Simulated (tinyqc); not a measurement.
Worked calculation: square-lattice Ising model by mean field, Bethe lattice, transfer matrix, exact enumeration and Monte Carlo steps. Computed by tinyqc, a small Python program that keeps every step. Command: `OMP_NUM_THREADS=1 python tinyqc.py 3027406 3027407 out.jsonl ising walk`. One thread of a shared host (Intel(R) Xeon(R) Processor @ 2.30GHz), about 0.01 s of CPU time with the checks. Intermediate numbers are printed to about 7 digits and carried at full precision; extremes and crossings named in words are read from the listed rows.

H = -J sum over nearest pairs s_i s_j, s = +-1, no field, periodic boundaries; energies per site are in J. As a lattice gas or an alloy, s marks which species holds the site.

Inputs (values chosen for the exercise, for a model lattice): coupling J = 9.95 meV; temperature T = 481 K; strip width w = 2; factor on the grid 1.5, 1.85, 2.1, 2.45, 2.65, 3.1, 3.6, 4.4 of k_B T/J = 0.945.

Enumerated cell: 3 x 3. Monte Carlo rule: Metropolis.

Constants: k_B = 8.617333262e-05 eV/K.

## Reduced coupling

K = J/(k_B T). Onsager: k_B T_c/J = 2/ln(1 + sqrt 2); mean field: 4; Bethe lattice with z = 4: 2/ln 2.

K = 0.2400519

critical temperatures (K): exact 262.0114, Bethe 333.1614, mean field 461.8598

T lies above all three.

## Three theories of the infinite lattice

K = J/(k_B T). Mean field: m = tanh(4 K m), u = -2 m^2. Bethe: cavity field h = 3 artanh(tanh K tanh h), m = tanh(4h/3), u = -2 (tanh K + tanh^2 h)/(1 + tanh K tanh^2 h). Exact: m = [1 - sinh(2K)^(-4)]^(1/8) below T_c; u = -coth(2K) [1 + (2/pi)(2 tanh^2(2K) - 1) K1(k)], k = 2 sinh(2K)/cosh^2(2K), K1 the complete elliptic integral of the first kind. The largest root is taken.

m, mean field = 0

u, mean field = 0

cavity field h = 0

m, Bethe = 0

u, Bethe = -0.4710895

m, exact = 0

u, exact = -0.5303693

Against the exact energy mean field misses by +0.530 J and Bethe by +0.059 J. Mean field has no short-range order, so its energy is zero above its T_c.

## Transfer matrix

Strip of w sites, periodic across (for w = 2 the pair is joined by two bonds): T(s, s') = exp(K [sum_i s_i s'_i + (r(s) + r(s'))/2]), r(s) = sum_i s_i s_(i+1).

T, rows ++, +-, -+, --:
$$\begin{pmatrix}
2.612239 & 1.000000 & 1.000000 & 1.000000 \\
1.000000 & 1.000000 & 0.382813 & 1.000000 \\
1.000000 & 0.382813 & 1.000000 & 1.000000 \\
1.000000 & 1.000000 & 1.000000 & 2.612239
\end{pmatrix}$$

## Free energy and correlation length of the strip

With the eigenvalues l1 > l2: -f/(k_B T) = ln(l1)/w per site; xi = 1/ln(l1/l2) rows.

three largest eigenvalues: [4.787195, 1.612239, 0.617187]

-f/(k_B T) = 0.7829723

correlation length xi = 0.9188465

xi/w = 0.459; for wide strips at T_c this ratio tends to 4/pi = 1.273, and T lies above T_c, where xi tends to a constant.

## Exact averages on the small cell

States of the 3 x 3 cell:
```
E (J)  |M|  count
-18      9      2
-10      7     18
-6       3     12
-6       5     36
-2       1     90
-2       3     72
-2       5     36
2        1     72
2        3     72
6        1     90
6        3     12
```

Weights count x exp(-K E); N = 9; u = <E>/N, c = K^2 (<E^2> - <E>^2)/N in k_B, Binder U = 1 - <M^4>/(3 <M^2>^2).

ln Z / N = 0.7658451

u, cell = -0.7024893

heat capacity c, cell = 0.2538432

<|m|>, cell = 0.5245289

Binder cumulant U = 0.3837024

The cell energy lies -0.172 J from the infinite lattice: periodic images add correlation. <|m|> stays finite although the infinite lattice has m = 0.

## The methods across T_c

The grid values of k_B T/J times the given factor are rounded to 3 figures before use.

Order and energy:
```
k_B T/J     T (K)  m mean field    m Bethe    m exact  <|m|> cell    u Bethe    u exact     u cell     U cell
1.42     163.9602     0.9925722  0.9907330  0.9905432   0.9897173  -1.965450  -1.965112  -1.963589  0.6637910
1.75     202.0637     0.9773134  0.9668514  0.9640097   0.9631163  -1.884366  -1.879956  -1.878624  0.6553095
1.98     228.6206     0.9593876  0.9325578  0.9176330   0.9295028  -1.779187  -1.759689  -1.777961  0.6434328
2.32     267.8787     0.9194080  0.8322689  0.0000000   0.8594860  -1.518741  -1.309073  -1.579009  0.6151212
2.50     288.6624     0.8906435  0.7357346  0.0000000   0.8168608  -1.314683  -1.106079  -1.462122  0.5953745
2.93     338.3123     0.7953316  0.0000000  0.0000000   0.7162675  -0.657269  -0.846581  -1.194329  0.5397010
3.40     392.5808     0.6295015  0.0000000  0.0000000   0.6250535  -0.571841  -0.685973  -0.958327  0.4752368
4.16     480.3342     0.0000000  0.0000000  0.0000000   0.5251069  -0.471718  -0.531258  -0.703956  0.3843001
```

At k_B T/J = 1.42 all values of m agree within 0.003. At 2.32 the exact m is 0 while Bethe gives 0.83, mean field 0.92 and the cell 0.86: neglect of fluctuations raises T_c, and a finite cell rounds the transition. U falls from 0.664 (2/3 when ordered) to 0.384 (0 for a large disordered system).

## Metropolis steps

start configuration, 5 x 5, rows and columns numbered from 1:
$$\begin{pmatrix}
1 & -1 & -1 & -1 & 1 \\
1 & 1 & 1 & 1 & 1 \\
1 & -1 & -1 & 1 & 1 \\
1 & 1 & 1 & 1 & 1 \\
-1 & 1 & 1 & 1 & -1
\end{pmatrix}$$

Random draws:
```
step  row  column       u
1       3       4  0.4263
2       1       1  0.8826
3       1       4  0.6937
4       3       1  0.7997
5       2       2  0.6981
6       5       1  0.6499
7       1       4  0.1046
8       3       5  0.4126
9       2       1  0.6088
10      3       1  0.4672
11      2       2  0.6380
12      1       4  0.1791
13      3       2  0.9873
14      2       4  0.2098
```

h is the sum of the four neighbours. dE = 2 J s h; flip if u < p = min(1, exp(-2 K s h)).

Steps:
```
step  s before   h         p  s after
1            1   2  0.382813        1
2            1   0  1.000000       -1
3           -1   2  1.000000        1
4            1   2  0.382813        1
5            1   0  1.000000       -1
6           -1   0  1.000000        1
7            1   2  0.382813       -1
8            1   4  0.146546        1
9            1   0  1.000000       -1
10           1   0  1.000000       -1
11          -1  -2  0.382813       -1
12          -1   2  1.000000        1
13          -1  -2  0.382813       -1
14           1   4  0.146546        1
```

configuration after the steps:
$$\begin{pmatrix}
-1 & -1 & -1 & 1 & 1 \\
-1 & -1 & 1 & 1 & 1 \\
-1 & -1 & -1 & 1 & 1 \\
1 & 1 & 1 & 1 & 1 \\
1 & 1 & 1 & 1 & -1
\end{pmatrix}$$

8 of the 14 steps changed a spin; the sum of spins went from 11 to 7.

Checks made by the program: ln Z of the cell against the trace of a power of the transfer matrix (relative difference below 1e-10).
